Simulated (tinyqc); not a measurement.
# Changing the anneal temperature T

Model: solubility, supersaturation, precipitation and gettering of an impurity in a silicon-like host. Computed by tinyqc, a small Python program. Command: `OMP_NUM_THREADS=1 python tinyqc.py 3010152 3010153 out.jsonl ripen sweep`. One thread of a shared host (Intel(R) Xeon(R) Processor @ 2.30GHz), about 0.01 s of CPU time with the checks.

The wafer was saturated at T1 and is then held at T.

Inputs (values chosen for the exercise, modelled on cobalt in silicon):
```
quantity                                   value    unit
site density N0                            5e+22  1/cm^3
enthalpy of solution H                       2.9      eV
entropy of solution S                        8.1     k_B
diffusion prefactor D0                    0.0011  cm^2/s
migration energy Q                         0.541      eV
temperature of saturation T1                1375       K
sink density n                           4.2e+07  1/cm^3
initial sink radius r0                        21      nm
impurity density in the precipitate C_p  6.5e+22  1/cm^3
interface energy gamma                      0.75   J/m^2
anneal time t                                740       s
```

Constants: k_B = 8.617333262e-05 eV/K; k_B = 1.380649e-23 J/K.

Method:
- C_eq(T) = N0 exp(S/k_B - H/(k_B T)); D(T) = D0 exp(-Q/(k_B T)); C0 = C_eq(T1). Supersaturation s = C0/C_eq(T); critical radius r* = 2 gamma/(C_p k_B T ln s); barrier W* = (4 pi/3) gamma r*^2. Strain energy is left out.
- tau0 = 1/(4 pi n r0 D); C_fixed(t) = C_eq + (C0 - C_eq) exp(-t/tau0). If all excess precipitates, the final radius is r_f = [r0^3 + 3 (C0 - C_eq)/(4 pi n C_p)]^(1/3), with tau_f = 1/(4 pi n r_f D).
- Growing sinks: with y = r/r_f and y0 = r0/r_f, dy/dt = (1 - y^3)/(3 tau_f y), which integrates to t/tau_f = F(y) - F(y0), F(y) = (1/2) ln[(1 + y + y^2)/(1 - y)^2] - sqrt(3) arctan[(2y + 1)/sqrt(3)]; the share of the excess left is (1 - y^3)/(1 - y0^3), and C(t) = C_eq + (C0 - C_eq) x share.

One run for each value; columns: (1) anneal temperature T (K); (2) C(t) with growing sinks (1/cm^3); (3) tau_f (s); (4) supersaturation s; (5) critical radius r* (nm); (6) W*/(k_B T):
```
(1)          (2)     (3)         (4)     (5)     (6)
756   2.5780e+15  990.13  5.0481e+08  0.1103    3.66
825   1.4213e+15  494.38  1.2196e+07  0.1242    4.25
894   4.7279e+14  274.78  5.2351e+05  0.1420    5.13
962   8.6734e+13  167.27  3.6587e+04  0.1654    6.47
1030  9.1166e+12  108.73  3.6334e+03  0.1979    8.66
1100  8.8344e+12   73.82  4.5429e+02  0.2483   12.76
1170  5.3094e+13   52.66  7.2846e+01  0.3331   21.58
1240  2.6926e+14   39.64  1.4362e+01  0.5059   46.96
1310  1.1481e+15   33.10  3.3683e+00  1.0507  191.74
```

Over the rows, C(t) with growing sinks (1/cm^3) goes from 2.58e15 through a minimum among these rows, 8.83e12 at 1100, to 1.15e15; tau_f (s) falls from 990 to 33.1 (exponent d ln y / d ln x -8.0 between the first rows and -3.3 between the last). When cold, diffusion is too slow for the time given; when hot, the solubility sets the floor.

Caution (rows 756, 825, 894, 962, 1030, 1100, 1170): the barrier to homogeneous nucleation is below 35 k_B T for these inputs, so new precipitates would form and outnumber the fixed sinks assumed here. Caution (rows 756, 825, 894, 962, 1030, 1100, 1170): a critical radius of atomic size is outside the capillary model.

Extremes, crossings and ranges named in words are read from the listed rows.
